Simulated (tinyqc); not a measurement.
Two-junction solar cell, detailed-balance limit: one step of the calculation.

The top cell takes all photons above E1, the bottom cell those between E2 and E1. Each cell follows J = Jsc - J0 (exp(V/Vt) - 1) with J0 = q ge Phi(gap, T)/ERE; light emitted by one cell and absorbed by the other is left out. In series both carry one current; wired apart (four terminals) each works at its own maximum power point. Efficiencies are counted against Pin = fs X sigma Ts^4.

Task. Photocurrents and dark currents. Photon flux above E from a black body at temperature T into a hemisphere: Phi(E, T) = A sum_k exp(-k E/th)[E^2 th/k + 2 E th^2/k^2 + 2 th^3/k^3], k = 1, 2, ..., with th = kB T/q in eV and A = 2 pi q^3/(h^3 c^2). J1 = q fs X Phi(E1, Ts), J2 = q fs X [Phi(E2, Ts) - Phi(E1, Ts)], J01 and J02 as above; sigma = 2 pi^5 kB^4/(15 h^3 c^2).

Inputs (values chosen for the exercise):
- T = 298 K (cell temperature)
- Ts = 4500 K (temperature of the black-body sun)
- fs = 2.16e-5 (share of the hemisphere filled by the sun)
- X = 1 (concentration)
- ERE = 0.1 (external radiative efficiency)
- ge = 1 (number of faces that emit)
- E2 = 1.01 eV (gap of the bottom cell)
- E1 = 1.48 eV (gap of the top cell)

Constants: q = 1.602176634e-19 C, kB = 1.380649e-23 J/K, h = 6.62607015e-34 J s, c = 299792458 m/s. Results are converted to the units shown.

Give: J1; J2; J01; J02; Pin.

Result.

J1 = 10.71 mA/cm^2
J2 = 10.49 mA/cm^2
J01 = 8.610e-19 mA/cm^2
J02 = 3.621e-11 mA/cm^2
Pin = 50.22 mW/cm^2

The bottom cell limits the series current; the other has 2.2 % more.

Program tinyqc, `OMP_NUM_THREADS=1 python tinyqc.py 2820126 2820127 out.jsonl`; Intel Xeon 2.30GHz, shared host, one thread, about 0.01 s.
